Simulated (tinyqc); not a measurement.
# A barrier in a uniform field, exact transmission by Airy functions: effects of single changes

The left lead has its band edge at 0, the barrier edge falls as U(x) = U0 - F x with F = V/d for 0 < x < d, and the right lead has its edge at -V. No transverse momentum; C = hbar^2/(2 m0); psi and psi'/m are continuous. M carries (psi, psi'/m) across the barrier.

Parameters, values chosen for the exercise; U0 - E and the mass are of the order of those of silicon dioxide on silicon; the mass of the right lead is set freely: mass in the left lead mL = 0.69 m0; barrier edge at x = 0 U0 = 3.34 eV; mass in the barrier m1 = 0.52 m0; electron energy E = 0.24 eV; barrier width d = 0.8 nm; voltage across the barrier V = 1.7 V; mass in the right lead mR = 1.1 m0.

Constants: q = 1.602176634e-19 C, hbar = 1.054571817e-34 J s, m0 = 9.1093837015e-31 kg, hbar^2/(2 m0) = 0.0380998212 eV nm^2. Results are converted to the units shown.

Each table varies one quantity; the others keep the values above.

## Exact and WKB transmission against energy

Energy scale e = (C F^2/m1)^(1/3), z(x) = (U(x) - E)/e, s = (dz/dx)/m1 = -F/(e m1); v = k/m in a lead. With a = Ai, a' = Ai', b = Bi, b' = Bi' at z1 (left edge) and z2 (right edge): M11 = pi (a2 b1' - b2 a1'), M12 = (pi/s)(b2 a1 - a2 b1), M21 = pi s (a2' b1' - b2' a1'), M22 = pi (b2' a1 - a2' b1). With M acting on (psi, psi'/m) and v = k/m in each lead, T(E) = 4 vL vR/[(vL vR M12 - M21)^2 + (vR M11 + vL M22)^2]. WKB: exp(-S), S = (4/(3 F)) sqrt(m1/C) [max(U0 - E, 0)^1.5 - max(U0 - F d - E, 0)^1.5].

Results:

| E (eV) | T(E), exact | exp(-S) | ratio |
|---|---|---|---|
| 0.167 | 1.911e-4 | 1.288e-4 | 1.484 |
| 0.557 | 7.871e-4 | 2.889e-4 | 2.724 |
| 0.946 | 0.002386 | 7.129e-4 | 3.347 |
| 1.336 | 0.006917 | 0.002055 | 3.366 |
| 1.726 | 0.02028 | 0.008625 | 2.351 |
| 2.115 | 0.06100 | 0.04316 | 1.413 |
| 2.505 | 0.1820 | 0.1706 | 1.067 |
| 3.284 | 0.7419 | 0.9697 | 0.7650 |
| 3.674 | 0.8681 | 1.000 | 0.8681 |

Estimate the missing row, E = 2.895 eV.

Computed row:

| E (eV) | T(E), exact | exp(-S) | ratio |
|---|---|---|---|
| 2.895 | 0.4525 | 0.5025 | 0.9005 |

With this row back in the table: The exact T(E) rises from 1.91e-4 to 0.868, and the ratio to WKB moves up and down between 0.765 and 3.37. Above U0 = 3.34 eV WKB gives 1, while the exact value is 0.868: reflection over the barrier. In every row the field exceeds 10 MV/cm (up to 21.2), more than most dielectrics sustain; the model ignores breakdown.

## Staircase approximation against the exact result

For the pair (psi, psi'/m) a flat layer has M = [[cos kd, (m/k) sin kd], [-(k/m) sin kd, cos kd]] with k = sqrt(m (E - U)/C) above its edge U, and M = [[cosh Kd, (m/K) sinh Kd], [(K/m) sinh Kd, cosh Kd]] with K = sqrt(m (U - E)/C) below it. The sloping barrier is cut into n slices of width d/n, each flat at U(x) of its centre, later slices to the left in the product. The error is against the Airy result: Energy scale e = (C F^2/m1)^(1/3), z(x) = (U(x) - E)/e, s = (dz/dx)/m1 = -F/(e m1); v = k/m in a lead.

Staircase approximation against the exact result:

| n | T(E) | error (%) |
|---|---|---|
| 1 | 2.6859e-4 | 0.880 |
| 2 | 2.6747e-4 | 0.458 |
| 4 | 2.6677e-4 | 0.197 |
| 8 | 2.6641e-4 | 0.0594 |
| 16 | 2.6629e-4 | 0.0156 |
| 32 | 2.6626e-4 | 3.96e-3 |
| 64 | 2.6625e-4 | 9.93e-4 |
| 128 | 2.6625e-4 | 2.48e-4 |

What does the table show?

The exact value is 2.6625e-4. One slice is off by 0.88 % and 128 slices by 2.5e-4 %; the last doubling cuts the error by a factor of 4.0, as expected of a second-order rule.

Range of the model: Masses are held fixed, although real bands cease to be parabolic a few tenths of an eV from their edges.

Numbers from tinyqc (`OMP_NUM_THREADS=1 python tinyqc.py 2580035 2580036 out.jsonl`; about 0.01 s on one thread of a shared Intel Xeon 2.30GHz).
